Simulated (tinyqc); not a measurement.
From saturation field B_sat back to antiferromagnetic coupling J1: two coupled magnetic layers: synthetic antiferromagnet, spin flop, exchange bias and magnetoresistance. Computed by tinyqc, a small Python program. Command: `OMP_NUM_THREADS=1 python tinyqc.py 3012532 3012533 out.jsonl saf inv`. One thread of a shared host (Intel(R) Xeon(R) Processor @ 2.30GHz), about 0.2 s of CPU time with the checks.

Moments lie in the plane at the angles p1, p2 from the field. Energy per area: E = J1 cos(p1 - p2) + J2 cos^2(p1 - p2) - B M_s (t1 cos p1 + t2 cos p2) + K (t1 cos^2 p1 + t2 cos^2 p2).

Inputs (values chosen for the exercise, for a model stack):
```
quantity                         value    unit
saturation magnetisation M_s       858    kA/m
thickness t1                       3.7      nm
thickness t2                       3.3      nm
biquadratic coupling J2              0  mJ/m^2
in-plane anisotropy K             0.75  kJ/m^3
field over the saturation field    0.3       -
```

Field direction: along the hard axis.

Method. The parallel state is stable while the Hessian at p1 = p2 = 0 is positive: with c = J1 + 2 J2 and u = B M_s - 2K, (u t1 - c)(u t2 - c) > c^2, so B_sat M_s = c (1/t1 + 1/t2) + 2K. B_K = 2K/M_s.

Task: A run gave the result below. Find the antiferromagnetic coupling J1, known to lie between 0.11 and 0.27 mJ/m^2.

saturation field B_sat = 111.5975 mT

Result:

Each step takes the trial c = (a f_b - b f_a)/(f_b - f_a), f being the result less the target and a, b, c the logarithms of the listed values; c replaces end b, the old b replaces a if the sign of f changed, and otherwise f_a is halved.

Scan of the range:
```
antiferromagnetic coupling J1 (mJ/m^2)  saturation field B_sat (mT)
0.110                                                        75.248
0.128                                                        87.276
0.148                                                       100.639
0.172                                                       116.676
0.200                                                       135.385
0.232                                                       156.767
0.270                                                       182.158
```

False position (Illinois rule, in the logarithm of the input) inside the bracket:
```
step     end a     end b     trial  saturation field B_sat (mT)
1     0.148000  0.172000  0.164006                      111.334
2     0.172000  0.164006  0.164391                      111.592
3     0.172000  0.164391  0.164408                      111.603
4     0.164391  0.164408  0.164400                      111.597
5     0.164408  0.164400  0.164400                      111.597
```

Saturation field B_sat rises at every point of a 13-point scan of the range (every second point is shown), so one value fits; it is bracketed by 0.148 and 0.172. The scan shows a straight line, so linear interpolation between any two rows gives the answer at once. Answer: antiferromagnetic coupling J1 = 0.1644 mJ/m^2.
